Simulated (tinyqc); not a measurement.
## Stacked nanosheet transistor, parasitic resistance, capacitance and delay: effect of the sheet width

Ns sheets share one contact on top; each has perimeter p = 2 (Ws + ts) and cross-section A = Ws ts; contact width Wc = Ws + 10 nm, stack height Hs = Ns pv. Sheet 1 is the top one. Contact length Lc = CPP - Lg - 2 Lsp, shared by two neighbouring gates. Source and drain sides are equal. The formulas are first-order estimates, not field solutions.

Epitaxy sheet resistance Rsh = re/te, transfer length LT = sqrt(rc/Rsh), contact Rc = [sqrt(rc Rsh)/Wc] coth(Lc/(2 LT)); extension of one sheet Rx = rx Lsp/A. With N sheets: gate Cg = Cinv p N Lg; per side, plate Cp = ks eps0 [Wc (Hs + Hc) - N A]/Lsp, top fringe Cf = (2/pi) ks eps0 Wc ln(1 + Lg/(2 Lsp)), overlap Co = Cinv p N Lov. One sheet: I = p Q vx u/(1 + |u|^1.8)^(1/1.8), Q = Cinv n Vt ln(1 + exp((Vg' - VT + dl Vd')/(n Vt))), u = Vd' mu/(vx Lg), Vg' = Vgs - v, Vd' = Vds - 2 v, with the drop on each side v_j = Rc sum I + rv (sum over levels k = 2..j of the current of sheets k..Ns) + Rx I_j. Ieff = [I(Vgs = Vdd, Vds = Vdd/2) + I(Vdd/2, Vdd)]/2, total currents. With Cs = Cp + Cf + Co, the load of an inverter of two such devices driving an equal one is CL = 2 (Cg + 2 Cs) + 4 Cs + Cw (own drains counted twice for the Miller effect); delay CL Vdd/(2 Ieff).

Inputs (values chosen for the exercise); values close to those of silicon logic devices: temperature T = 300 K; number of sheets Ns = 2; sheet thickness ts = 7 nm; vertical pitch of the sheets pv = 14 nm; vertical resistance between sheet levels rv = 52 ohm; contacted gate pitch CPP = 54 nm; gate length Lg = 16 nm; spacer length Lsp = 5 nm; relative permittivity of the spacer ks = 4; gate height above the channel stack Hc = 20 nm; contact resistivity rc = 2.9e-9 ohm cm^2; resistivity of the source-drain epitaxy re = 0.00068 ohm cm; current-carrying depth of the epitaxy te = 15 nm; resistivity of the extension rx = 0.00046 ohm cm; gate overlap Lov = 2 nm; inversion capacitance Cinv = 2.6 uF/cm^2; injection velocity vx = 9.8e6 cm/s; apparent mobility mu = 310 cm^2/(V s); threshold at zero drain voltage VT = 0.22 V; barrier lowering dl = 0.067 V/V; subthreshold factor n = 1.19; wire load Cw = 0.06 fF; supply voltage Vdd = 0.8 V.

Constants: q = 1.602176634e-19 C, kB = 1.380649e-23 J/K, eps0 = 8.8541878128e-12 F/m, Vt = kB T/q. Results are converted to the units shown.

Effect of the sheet width:
```
Ws (nm),Rc (ohm),Rx/N (ohm),Ieff (uA),CL (aF),delay (ps)
8,1266,205.4,49.62,180.6,1.456
12,1036,136.9,62.67,209.0,1.334
18,813.9,91.27,82.09,251.5,1.226
25,651.1,65.71,104.6,301.1,1.151
35,506.4,46.94,136.7,372.1,1.089
50,379.8,32.86,184.5,478.4,1.037
70,284.8,23.47,248.0,620.2,1.000
```

What does the comparison show?

As Ws goes from 8 to 70 nm, Ieff rises from 49.6 to 248 uA, CL rises from 181 to 620 aF and the delay falls from 1.46 to 1.00 ps. From the first row to the last Ieff grows by a factor of 5.00 and CL by 3.43; the first step changes the delay by -8.4 %, the last by -3.5 %.

Program tinyqc, `OMP_NUM_THREADS=1 python tinyqc.py 2170029 2170030 out.jsonl`; Intel Xeon 2.30GHz, shared host, one thread, about 0.05 s.
